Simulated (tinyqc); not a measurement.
Hydrogen passivation and dissociation of interface defects with a spread of activation energies: one step, computed by the program tinyqc. Command: `OMP_NUM_THREADS=1 python tinyqc.py 3031293 3031294 out.jsonl passivation walk`. One thread of a shared host (Intel(R) Xeon(R) Processor @ 2.30GHz), about 0.01 s of CPU time with the checks.

Active defects P react as P + H2 -> HP + H and HP -> P + H; released atomic hydrogen is removed. All defects start active. Activation energies are normally distributed, independently for the two reactions.

Task: A five-point average. a = k_f0 [H2] exp(-E_f/k_B T), b = k_d0 exp(-E_d/k_B T); the active share of one kind of site is b/(a + b) + (a/(a + b)) exp(-(a + b) t). Gauss-Hermite nodes for a unit normal variable, z = 0, +/-1.355626, +/-2.856970 with weights 0.533333, 0.222076, 0.011257; E_f + s_f z is varied at the mean E_d.

Inputs (values chosen for the exercise, for a model interface):

| quantity | value | unit |
|---|---|---|
| mean passivation energy E_f | 1.65 | eV |
| spread s_f | 0.12 | eV |
| prefactor k_f0 | 1.2e-08 | cm^3/s |
| mean dissociation energy E_d | 2.65 | eV |
| prefactor k_d0 | 1.2e+13 | 1/s |
| dissolved hydrogen [H2] | 2.1e+18 | cm^-3 |
| anneal temperature T | 880 | K |
| anneal time t | 3000 | s |

Ambient: hydrogen.

Constants: k_B = 8.617333262e-05 eV/K.

Give: Nodes; active share, five points.

Result:

Nodes:

| z | weight | energy (eV) | rate (1/s) | active share |
|---|---|---|---|---|
| -2.856970 | 0.011257 | 1.3072 | 8.2271e+02 | 9.7124e-06 |
| -1.355626 | 0.222076 | 1.4873 | 7.6465e+01 | 1.0449e-04 |
| 0.000000 | 0.533333 | 1.6500 | 8.9499e+00 | 8.9202e-04 |
| 1.355626 | 0.222076 | 1.8127 | 1.0475e+00 | 7.5701e-03 |
| 2.856970 | 0.011257 | 1.9928 | 9.7361e-02 | 7.5846e-02 |

active share, five points = 0.0030340

Caution: the spread exceeds 1.3 k_B T, so the integrand is step-like and five points are a rough average.
